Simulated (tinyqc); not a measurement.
Metal-interlayer-semiconductor contact, depinning against tunnelling resistance: one step of the calculation.

Zero bias, n-type semiconductor. Gap states at the semiconductor surface thin out as exp(-be ti), which unpins the barrier; electrons must then cross the interlayer (a rectangular barrier, no voltage drop across it) and the parabolic depleted layer, both by WKB. Energies E are counted from the Fermi level; no image force, parabolic bands.

Task. Exponents and integrand on an energy grid. With U = phiB - xi: for xi < E < phiB, y = (E - xi)/U and G1 = (U/E00) [sqrt(1 - y) - y ln((1 + sqrt(1 - y))/sqrt(y))], G1 = 0 above phiB; G2 = 2 ti sqrt(mi max(phiB + dE - E, 0)/C), C = hbar^2/(2 m0); f = 1/(1 + exp(E/Vt)); integrand exp(-G1 - G2) f.

Inputs (values chosen for the exercise); semiconductor values close to those of germanium; interlayer mass of the order of that in strontium titanate, offset chosen freely:
```
symbol,value,unit,meaning
T,250,K,temperature
ti,1.8,nm,interlayer thickness
dE,0.25,eV,conduction-band offset of the interlayer above the semiconductor
mi,0.61,m0,tunnelling mass in the interlayer
```

Constants: q = 1.602176634e-19 C, kB = 1.380649e-23 J/K, hbar = 1.054571817e-34 J s, m0 = 9.1093837015e-31 kg, Vt = kB T/q, hbar^2/(2 m0) = 0.0380998212 eV nm^2. Results are converted to the units shown.

```
point,E (eV)
0,-0.19
1,-0.15333
2,-0.11667
3,-0.08
4,-0.04333
5,-0.00667
6,0.03
7,0.06667
8,0.10333
9,0.14
10,0.17667
11,0.21333
12,0.25
```

phiB = 0.28715874 eV
xi = -0.19134455 eV
E00 = 0.16764186 eV

Give: G1; G2; f; integrand.

Result.

```
point,G1,G2,f,integrand (1e-6)
0,2.8212,12.283,0.99985,0.2755
1,2.2989,11.970,0.99919,0.6351
2,1.9182,11.648,0.99557,1.2779
3,1.5982,11.316,0.97619,2.4034
4,1.3201,10.975,0.88198,4.0346
5,1.0749,10.623,0.57679,4.7952
6,0.8575,10.258,0.19900,2.9602
7,0.6649,9.881,0.043327,1.1401
8,0.4953,9.488,0.0081919,0.3783
9,0.3477,9.078,0.0015034,0.1212
10,0.2220,8.649,2.7439e-4,0.0385
11,0.1191,8.197,5.0054e-5,0.0122
12,0.0418,7.719,9.1247e-6,0.0039
```

Range of the model: The depletion charge would drop about 0.12 V across such an interlayer (eps_r near 100) at ti = 1.8 nm and Nd = 1.6e20 cm^-3, against a band bending of 0.48 V; this model leaves that drop out.

Numbers from tinyqc (`OMP_NUM_THREADS=1 python tinyqc.py 2270163 2270164 out.jsonl`; about 0.04 s on one thread of a shared Intel Xeon 2.30GHz).
